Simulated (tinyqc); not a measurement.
Inside a calculation. Model: thin-film transistor with exponential tail and deep states, accumulation layer.

Program tinyqc, `OMP_NUM_THREADS=1 python tinyqc.py 2610001 2610002 out.jsonl`; Intel Xeon 2.30GHz, shared host, one thread, about 0.01 s. Printed values are rounded.

An undoped film in accumulation, thicker than the space-charge layer. With band bending psi the Fermi level lies E0 - psi below the band edge. Free electrons n = n0 exp(psi/Vt) carry the current; electrons in two exponential distributions of traps, a = a0 exp(psi/Va) and d = d0 exp(psi/Vp), do not. Linear regime, ohmic contacts, traps in equilibrium.

Inputs (values chosen for the exercise); values close to those of amorphous indium gallium zinc oxide: temperature T = 270 K; relative permittivity of the semiconductor eps_r = 10; density of extended states Nc = 5.1e18 cm^-3; band mobility mb = 19 cm^2/(V s); total density of tail states Nt = 3.5e18 cm^-3; characteristic temperature of the tail Tt = 410 K; total density of deep states Nd = 6.5e16 cm^-3; characteristic temperature of the deep states Td = 1680 K; bulk Fermi level below the band edge E0 = 0.51 eV; gate capacitance Ci = 17 nF/cm^2; ratio W/L WL = 5; drain voltage Vd = 0.2 V; gate voltage above flat band Vg = 10 V.

Constants: q = 1.602176634e-19 C, kB = 1.380649e-23 J/K, Vt = kB T/q, eps0 = 8.8541878128e-14 F/cm where lengths are in cm. Results are converted to the units shown.

Range of the model: The th form assumes a Fermi level far below the band edge; at the surface it overcounts the filled tail by a factor of about 1.6.

## Bulk densities

Va = kB Tt/q, Vp = kB Td/q; n0 = Nc exp(-E0/Vt), a0 = Nt th(T/Tt) exp(-E0/Va), d0 = Nd th(T/Td) exp(-E0/Vp), th(x) = pi x/sin(pi x).

Va = 0.0353311 V
Vp = 0.144771 V
th(T/Tt) = 2.35495
n0 = 1.54166e9 cm^-3
a0 = 4.43668e12 cm^-3
d0 = 2.00259e15 cm^-3

## Iteration 1: surface potential by Newton steps

psi at the start = 0.41 V

Va = kB Tt/q, Vp = kB Td/q. G(psi) = sum over the three kinds of c0 [V (exp(psi/V) - 1) - psi], field F = sqrt(2 q G/(eps0 eps_r)); Vg = psi + eps0 eps_r F/Ci at the surface. f = psi + eps0 eps_r F/Ci - Vg, f' = 1 + q rho/(Ci F) with rho = sum c0 (exp(psi/V) - 1); psi(new) = psi - f/f'.

F = 90.4419 kV/cm
f = -4.87947 V
f' = 62.2273
psi after iteration 1 = 0.488414 V

## Iteration 2: surface potential by Newton steps

As before.

F = 277.114 kV/cm
f = 4.92145 V
f' = 223.672
psi after iteration 2 = 0.466411 V

## Course of the iteration: surface potential by Newton steps

Stop when psi changes by less than 1e-10 V, or after 30 iterations. psi must stay between 0 and 5 V.

Course of the iteration:

| iteration | psi (V) | \|change\| (V) |
|---|---|---|
| 1 | 0.488414 | 0.0784 |
| 2 | 0.466411 | 0.0220 |
| 3 | 0.461134 | 5.28e-3 |
| 4 | 0.460890 | 2.45e-4 |
| 5 | 0.460889 | 4.96e-7 |
| 6 | 0.460889 | 2.03e-12 |

Converged in 6 iterations. At the end the number of correct digits about doubles with each step.

## Free and total charge, current

psi_s = 0.460889 V

Va = kB Tt/q, Vp = kB Td/q. G(psi) = sum over the three kinds of c0 [V (exp(psi/V) - 1) - psi], field F = sqrt(2 q G/(eps0 eps_r)); Vg = psi + eps0 eps_r F/Ci at the surface. Total charge Q = Ci (Vg - psi_s); free charge Qf = q times the integral of n0 (exp(psi/Vt) - 1)/F over psi from 0 to psi_s; I = (W/L) mb Qf Vd; effective mobility mb Qf/Q.

surface densities (cm^-3): free 6.17836e17, tail 2.05292e18, deep 4.83279e16
Q = 162.165 nC/cm^2
Qf = 18.3698 nC/cm^2
effective mobility = 2.15229 cm^2/(V s)
I = 349.026 nA

11.3 % of the induced charge is free, against 22.7 % of the electrons right at the surface.
